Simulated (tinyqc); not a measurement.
# AlGaN/GaN HEMT with access regions, lumped model: effects of single changes

A polarisation-induced electron sheet under a Schottky gate, in series with two ungated access regions and contacts. Drift law v = mu E/(1 + mu E/vs) under the gate. Currents in mA/mm, resistances in ohm mm. No self-heating, no channel-length modulation; fits for polarisation, barrier and offset are chosen for the exercise.

Values chosen for this exercise; values close to those of AlGaN/GaN structures: aluminium share of the barrier x = 0.23; barrier thickness d = 15 nm; relative permittivity of barrier and channel eps_r = 9.1; channel mobility mu = 1100 cm^2/(V s); saturation velocity vs = 1.3e7 cm/s; gate length Lg = 0.25 um; source access length Ls = 0.5 um; drain access length Ld = 12 um; resistance of each contact Rc = 0.44 ohm mm; share of the drain-access electrons removed by traps ft = 0.42; gate voltage Vg = -0.5 V.

Constants: q = 1.602176634e-19 C, eps0 = 8.8541878128e-14 F/cm where lengths are in cm. Results are converted to the units shown.

Each table varies one quantity; the others keep the values above.

## Output curve without and with trapping

sigma = (5e13 x + 1.6e13 x^2) cm^-2, phiB = 0.84 + 1.3 x, dEc = 0.7 (1.71 x + x^2) in volts, Cb = eps0 eps_r/d, VT = phiB - dEc - q sigma/Cb, access density n0 = -Cb VT/q. Access resistance R(L, n) = L/(q mu n sqrt(1 - (I/(q n vs))^2)); Rs = Rc + R(Ls, n0), Rd = Rc + R(Ld, (1 - ft) n0). Vg' = Vg - I Rs, Vd' = Vd - I (Rs + Rd); with u = Vg' - VT, Vc = vs Lg/mu and w the smaller of Vd' and Vc [sqrt(1 + 2 u/Vc) - 1] (0 if negative), the channel gives (mu Cb/Lg)(u w - w^2/2)/(1 + w/Vc). I equals that channel current. The two columns take ft = 0 and ft = 0.42; collapse = 1 - (second)/(first).

Output curve without and with trapping:
```
Vd (V)  I, ft = 0 (mA/mm)  I, ft = 0.42 (mA/mm)  collapse (%)
0.25                29.50                 18.35         37.80
0.5                 58.95                 36.69         37.77
1                   117.6                 73.23         37.73
2                   233.3                 145.5         37.64
3                   345.9                 216.1         37.54
4                   453.8                 284.2         37.38
6                   647.4                 410.9         36.53
8                   719.5                 522.6         27.37
12                  719.5                 695.1          3.39
```

Without trapping the current rises from 29.5 to 720 mA/mm and first comes within 2 % of its last value at Vd = 8 V among the rows; with trapping that knee lies at 12 V. The collapse is 38 % in the first row, at most 38 % and 3.4 % in the last. At Vd = 12 V the power passes 5 W/mm, where self-heating, left out here, lowers the current.

## Effect of the barrier thickness

Same model as above.

Isat is I at Vd = 10 V, gm = dIsat/dVg, Ron the limit of Vd/I at small Vd.

Effect of the barrier thickness:
```
d (nm)  VT (V)  n0 (cm^-2)  Ron (ohm mm)  Isat (mA/mm)  gm (mS/mm)
8       -1.137    7.150e12         18.05         206.8       425.4
11      -1.874    8.567e12         15.14         458.6       410.1
14      -2.610    9.377e12         13.89         603.2       29.95
18      -3.592    1.004e13         13.02         649.5       8.844
22      -4.574    1.046e13         12.53         677.2       5.095
27      -5.802    1.081e13         12.15         699.9       3.306
33      -7.275    1.109e13         11.86         717.9       2.317
```

What does the comparison show, and why?

As d goes from 8 to 33 nm, Ron falls from 18.1 to 11.9 ohm mm, Isat rises from 207 to 718 mA/mm and gm falls from 425 to 2.32 mS/mm. VT falls from -1.14 to -7.28 V. For d = 14 to 33 nm the power passes 5 W/mm, where self-heating, left out here, lowers the current. For d = 14 to 33 nm the gated channel is not yet saturated at 10 V, because the access regions take the voltage, and gm drops.

## Effect of the aluminium share of the barrier

Same model as above.

Effect of the aluminium share of the barrier:
```
x     VT (V)  n0 (cm^-2)  Ron (ohm mm)  Isat (mA/mm)  gm (mS/mm)
0.12  -1.016    3.407e12         36.99         89.07       234.4
0.17  -1.836    6.155e12         20.73         340.2       315.0
0.22  -2.683    8.996e12         14.44         580.6       23.46
0.27  -3.558    1.193e13         11.10         765.2       11.48
0.32  -4.460    1.495e13         9.028         949.4       8.339
0.37  -5.389    1.807e13         7.621          1134       6.850
0.42  -6.346    2.128e13         6.604          1319       5.954
```

Read the table: what changes, and by how much?

As x goes from 0.12 to 0.42, Ron falls from 37.0 to 6.60 ohm mm, Isat rises from 89.1 to 1320 mA/mm and gm goes from 234 through a maximum of 315 (at x = 0.17 among the rows listed) to 5.95 mS/mm. VT falls from -1.02 to -6.35 V. For x = 0.22 to 0.42 the power passes 5 W/mm, where self-heating, left out here, lowers the current. For x = 0.22 to 0.42 the gated channel is not yet saturated at 10 V, because the access regions take the voltage, and gm drops.

Program tinyqc, `OMP_NUM_THREADS=1 python tinyqc.py 2570080 2570081 out.jsonl`; Intel Xeon 2.30GHz, shared host, one thread, about 0.04 s.
